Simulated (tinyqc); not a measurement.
Froehlich polaron in a polar crystal: one step, computed by the program tinyqc.

One electron in a parabolic band of mass m*, coupled to dispersionless LO phonons in the continuum model. Energies are in units of hbar omega unless marked, wave numbers in k_0 = sqrt(2 m* omega/hbar).

Problem. Coupling constant and length scale. 1/eps* = 1/eps_inf - 1/eps_s; k_0 = sqrt(2 m* omega/hbar) = sqrt(m* hbar omega / (hbar^2/(2 m_0))) with m* in m_0; alpha = (e^2/(4 pi eps_0)) k_0/(2 eps* hbar omega); polaron length 1/k_0.

Inputs (values chosen for the exercise, modelled on sodium chloride):

| quantity | value | unit |
|---|---|---|
| band mass m* | 0.539 | m_0 |
| LO phonon energy hbar omega | 34.2 | meV |
| eps_inf | 2.37 | - |
| static dielectric constant eps_s | 6.03 | - |

Constants: hbar^2/(2 m_0) = 3.80998212 eV angstrom^2; e^2/(4 pi eps_0) = 14.39964548 eV angstrom.

Give: eps*; k_0; coupling constant alpha; polaron length 1/k_0.

Solution.

eps* = 3.905

k_0 = 0.06956 1/angstrom

coupling constant alpha = 3.750

polaron length 1/k_0 = 14.38 angstrom

Intermediate coupling.
